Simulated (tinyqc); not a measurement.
# Schottky emission and Poole-Frenkel conduction in an insulator, and how to tell them apart: effect of temperature

Schottky emission (electrode-limited): J = As T^2 exp[-(pb - b sqrt(F))/Vt], b = sqrt(q/(4 pi eps0 ei)). Poole-Frenkel emission (bulk-limited): J = s0 F exp[-(pt - 2 b sqrt(F))/Vt]. F in V/cm.

Both formulas at the same field.

Inputs (values chosen for the exercise); dielectric values close to those of silicon nitride:

| symbol | value | unit | meaning |
|---|---|---|---|
| ei | 3.98 |  | high-frequency relative permittivity |
| pt | 1.22 | eV | trap depth |
| s0 | 6.3 | S/cm | Poole-Frenkel prefactor |
| pb | 1.11 | eV | electrode barrier |
| As | 60 | A/(cm^2 K^2) | Richardson constant |
| F | 2.2 | MV/cm | field |

Constants: q = 1.602176634e-19 C, kB = 1.380649e-23 J/K, Vt = kB T/q, eps0 = 8.8541878128e-14 F/cm where lengths are in cm. Results are converted to the units shown.

Results:
```
T (K)	J, Schottky (A/cm^2)	J, Poole-Frenkel (A/cm^2)	ratio
225	8.689e-13	2.843e-8	3.057e-5
260	3.638e-10	2.698e-6	1.349e-4
300	6.680e-8	1.336e-4	5.000e-4
340	3.712e-6	0.002641	0.001406
420	0.001232	0.1876	0.006568
475	0.02227	1.529	0.01457
```

Estimate the missing row, T = 380 K.

Computed row:
```
T (K)	J, Schottky (A/cm^2)	J, Poole-Frenkel (A/cm^2)	ratio
380	9.078e-5	0.02785	0.003259
```

With this row back in the table: The Schottky current grows by 10.4 decades and the Poole-Frenkel current by 7.73, as their lowered barriers are 0.828 and 0.656 eV. A tunnelling current would hardly change over this range. For T = 225, 260, 300, 340, 380, 420 a Fowler-Nordheim estimate for tunnelling through pb with a mass of 0.4 m0 exceeds the Schottky current, so tunnelling, left out here, would compete. For T = 225, 260, 300 a Fowler-Nordheim estimate for tunnelling through pb with a mass of 0.4 m0 exceeds the Poole-Frenkel current, so tunnelling, left out here, would compete.

Numbers from tinyqc (`OMP_NUM_THREADS=1 python tinyqc.py 2370020 2370021 out.jsonl`; about 0.01 s on one thread of a shared Intel Xeon 2.30GHz).
